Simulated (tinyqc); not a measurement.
Self-heating of a transistor with one or more fingers, with temperature-dependent conductivity: one step, computed by the program tinyqc. Command: `OMP_NUM_THREADS=1 python tinyqc.py 3024560 3024561 out.jsonl selfheat walk`. One thread of a shared host (Intel(R) Xeon(R) Processor @ 2.30GHz), about 0.06 s of CPU time with the checks.

N long parallel fingers lie on the top face of a slab whose bottom is held at T_0; the top is otherwise insulated, and heat flows in two dimensions. P in W/mm is 1000 P in W/m.

Task: Extra rise from ballistic phonons. Near a source smaller than the free path, Fourier's law overstates the flow. Rough estimate: a strip that emits phonons into a half space adds a resistance times area of 4 Lambda/(3 kappa_0), from the ballistic flux C v Delta T/4 with kappa_0 = C v Lambda/3, so Delta T_b = 4 Lambda P/(3 kappa_0 w); Knudsen number Lambda/w.

Inputs (values chosen for the exercise, modelled on germanium):
```
quantity                                      value        unit
conductivity at the base temperature kappa_0   61.4     W/(m K)
power per gate width P                         0.45        W/mm
width of the heat source w                     0.17  micrometre
phonon free path Lambda                         110          nm
```

Power: power rises with temperature.

largest theta = 50.73539 K

Give: Knudsen number; ballistic rise Delta T_b; Delta T_b / largest theta.

Result:

Knudsen number = 0.6471

ballistic rise Delta T_b = 6.323 K

Delta T_b / largest theta = 0.1246

By this estimate the ballistic term is at most a fifth of the Fourier rise. Caution: the source is narrower than two phonon free paths, so the Fourier result understates the rise at the source.
